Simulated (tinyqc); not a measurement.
Changing the Luttinger gamma_1: shallow acceptor in the spherical model (Baldereschi-Lipari), strong spin-orbit limit. Computed by tinyqc, a small Python program. Command: `OMP_NUM_THREADS=1 python tinyqc.py 3031496 3031497 out.jsonl acceptor sweep`. One thread of a shared host (Intel(R) Xeon(R) Processor @ 2.30GHz), about 0.02 s of CPU time with the checks.

The 1S(3/2) state has an s envelope f(r) and a d envelope g(r). In effective units they obey -(f'' + 2f'/r + 2f/r) + mu (g'' + 5g'/r + 3g/r^2) = E f and -(g'' + 2g'/r - 6g/r^2 + 2g/r) + mu (f'' - f'/r) = E g. The cubic term, the split-off band and the central cell are left out.

Inputs (values chosen for the exercise, modelled on CdTe): Luttinger gamma_2 = 1.1; Luttinger gamma_3 = 1.63; dielectric constant eps = 10; spin-orbit gap Delta_so = 880 meV.

Constants: Ry = 13.605693123 eV; a_0 = 0.529177210903 angstrom.

Method:
- Ry* = Ry/(gamma_1 eps^2), a* = a_0 eps gamma_1, mu = (6 gamma_3 + 4 gamma_2)/(5 gamma_1), delta = (gamma_3 - gamma_2)/gamma_1; spherical masses 1/(gamma_1 (1 - mu)) (heavy) and 1/(gamma_1 (1 + mu)) (light).
- Basis: f_i = exp(-zeta_i r), g_i = r exp(-zeta_i r), weight r^2 dr, s = zeta_i + zeta_j. S_ff = 2/s^3, H_ff = zeta_i zeta_j S_ff - 2/s^2; S_gg = 24/s^5, H_gg = 8/s^3 + 24 zeta_i zeta_j/s^5 - 12/s^4; H(f_i, g_j) = mu (6 zeta_i^2/s^4 + 2 zeta_i/s^3); S_fg = 0. Each function is normalised by sqrt(S_ii).
- Large basis: zeta_i = 0.08 x 1.55^(i-1), i = 1..20 in each channel; overlap eigenvalues below 1e-11 are dropped.
- Binding energies are -E Ry*; the mass that fits is E(1S) eps^2/Ry.

One run for each value:
```
Luttinger gamma_1  1S(3/2) binding energy (meV)  d weight of 1S(3/2)       mu  Ry* (meV)
3.08                                     261.37              0.40906  0.92078     44.174
3.67                                      85.97              0.27645  0.77275     37.073
4.38                                      51.09              0.18887  0.64749     31.063
5.21                                      35.96              0.13103  0.54434     26.115
6.21                                      27.08              0.09102  0.45668     21.909
7.40                                      21.23              0.06351  0.38324     18.386
8.81                                      17.05              0.04452  0.32191     15.443
10.50                                     13.87              0.03120  0.27010     12.958
```

What does the table show?

Over the rows, 1S(3/2) binding energy (meV) falls from 261 to 13.9 (exponent d ln y / d ln x -6.3 between the first rows and -1.2 between the last); d weight of 1S(3/2) falls from 0.409 to 0.0312 (exponent d ln y / d ln x -2.2 between the first rows and -2.0 between the last); mu falls from 0.921 to 0.270 (exponent d ln y / d ln x about -1.00 throughout).

Caution (rows 3.08): gamma_3 and gamma_2 differ by more than 0.17 gamma_1: band warping, left out here, adds several per cent to the binding. Caution (rows 3.08): the binding exceeds a fifth of the spin-orbit gap Delta_so, so the split-off band, left out, matters. Caution (rows 3.08, 3.67): the orbit is only a few bond lengths wide, so central-cell terms matter.
